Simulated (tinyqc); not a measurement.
MOSFET in the linear regime without short-channel effects, parameter extraction from computed curves: two steps of the calculation.

Inversion charge Q = Cox n Vt W0(exp((Vg - VT)/(n Vt))), W0 the Lambert function and n = nf; u = Q/Cox; mobility mu = mu0/(1 + th1 u + th2 u^2); channel resistance Rch = (L - dL)/(W mu Q); Id = Vd/(Rch + Rsd/W). Cox = eps0 eox/tox. Small Vd, no channel-length or drain effects.

Values chosen for this exercise; channel values of the order met in silicon transistors:

| symbol | value | unit | meaning |
|---|---|---|---|
| T | 400 | K | temperature |
| eox | 3.9 |  | relative permittivity of the gate insulator (close to silicon dioxide) |
| tox | 3.8 | nm | insulator thickness |
| mu0 | 130 | cm^2/(V s) | low-field mobility |
| th1 | 0.19 | 1/V | first mobility attenuation factor |
| th2 | 0 | 1/V^2 | second mobility attenuation factor |
| VT | 0.48 | V | threshold voltage |
| nf | 1.33 |  | body factor |
| W | 10 | um | gate width |
| L | 0.89 | um | drawn gate length |
| dL | 0.005 | um | drawn less effective length |
| Rsd | 190 | ohm um | source plus drain resistance |
| Vd | 0.025 | V | drain voltage |

Constants: q = 1.602176634e-19 C, kB = 1.380649e-23 J/K, Vt = kB T/q, eps0 = 8.8541878128e-14 F/cm where lengths are in cm. Results are converted to the units shown.

Task 1. Transfer curve. u, mu, Rch and Id as defined.

```
point,Vg (V)
0,0.28
1,0.38
2,0.48
3,0.58
4,0.68
5,0.78
6,0.88
7,0.98
8,1.08
9,1.18
```

Find: u; mu; Rch; Id.

Result 1.

```
point,u (V),mu (cm^2/(V s)),Rch (ohm),Id (uA)
0,5.770e-4,130.0,1.299e6,0.01925
1,0.004674,129.9,1.604e5,0.1558
2,0.02600,129.4,2.896e4,0.8628
3,0.07652,128.1,9933,2.512
4,0.1467,126.5,5250,4.745
5,0.2267,124.6,3447,7.214
6,0.3121,122.7,2543,9.758
7,0.4006,120.8,2012,12.31
8,0.4913,118.9,1667,14.83
9,0.5834,117.0,1426,17.30
```

Task 2. The Y function. Y_i = Id_i/sqrt(gm_i). For Id = beta Vd x/(1 + th x), x = Vg - VT, Y = sqrt(beta Vd) x whatever th. Slope s from points 5 and 8; VT_Y = Vg - Y/s at point 8; beta = s^2/Vd; mobility beta L/(W Cox) with the drawn L; th* = (beta Vd x/Id - 1)/x at point 8.

```
point,Vg (V),Id (uA)
0,0.28,0.019252228
1,0.38,0.15581651
2,0.48,0.86282380
3,0.58,2.5120295
4,0.68,4.7450459
5,0.78,7.2136517
6,0.88,9.7583142
7,0.98,12.307273
8,1.08,14.825610
9,1.18,17.295355
```

```
point,gm (uS)
1,4.2178579
2,11.781065
3,19.411111
4,23.508111
5,25.066342
6,25.468107
7,25.336479
8,24.940412
```

Give: Y; s; VT_Y; beta; mobility from Y; th*.

Result 2.

```
point,Y (uA^0.5 V^0.5)
1,0.07587
2,0.2514
3,0.5702
4,0.9787
5,1.441
6,1.934
7,2.445
8,2.969
```

s = 5.093 uA^0.5 V^-0.5
VT_Y = 0.4971 V
beta = 1037 uA/V^2
mobility from Y = 101.6 cm^2/(V s)
th* = 0.03393 1/V

The mobility from Y is 22 % below mu0 L/(L - dL) = 131 cm^2/(V s), which it should reach in deep inversion when th2 = 0.

Computed by the program tinyqc: `OMP_NUM_THREADS=1 python tinyqc.py 2210164 2210165 out.jsonl`, one thread of a shared Intel Xeon 2.30GHz, about 0.01 s for the whole run.
